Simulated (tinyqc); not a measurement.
Rigid-ion and shell models of the dielectric response of an ionic crystal: one step, computed by the program tinyqc. Command: `OMP_NUM_THREADS=1 python tinyqc.py 3020009 3020010 out.jsonl shell walk`. One thread of a shared host (Intel(R) Xeon(R) Processor @ 2.30GHz), about 0.01 s of CPU time with the checks.

Charges +Z and -Z; 4 nearest neighbours, Madelung constant M = 1.638055, volume per ion pair Omega = 3.079201 d^3. Energy per pair U = -M Z^2 e2/d + 4 A exp(-d/rho), e2 = e^2/(4 pi eps_0). In the shell model the anion is a core of charge Y - Z and a massless shell of charge -Y, joined by the spring k; the repulsion acts on the shell. Each ion feels the Lorentz field E + (4 pi/3) P (Gaussian units).

Problem. Rigid ions. With C = 4 pi Z^2 e2/(3 Omega): mu lambda_TO = R - C, mu lambda_LO = R + 2 C; eps_inf = 1 and eps_s = lambda_LO/lambda_TO. lambda in eV/(angstrom^2 u) gives the wavenumber 15.6333042 x 33.35640952 x sqrt(lambda); mu is the reduced mass.

Inputs (values chosen for the exercise, for a model crystal): ionic charge Z = 1 e; cation mass = 9.51 u; anion mass = 16 u.

Structure: zinc blende.

volume Omega = 54.12004 angstrom^3

repulsive spring R = 4.473413 eV/angstrom^2

Constants: e^2/(4 pi eps_0) = 14.39964548 eV angstrom; nu for 1 eV/(angstrom^2 u) = 15.6333042 THz; 1 THz = 33.35640952 1/cm.

Give: Coulomb spring C; omega_TO, rigid ions; omega_LO, rigid ions; eps_s, rigid ions.

Solution.

Coulomb spring C = 1.1145 eV/angstrom^2

omega_TO, rigid ions = 391.32 1/cm

omega_LO, rigid ions = 552.78 1/cm

eps_s, rigid ions = 1.9954
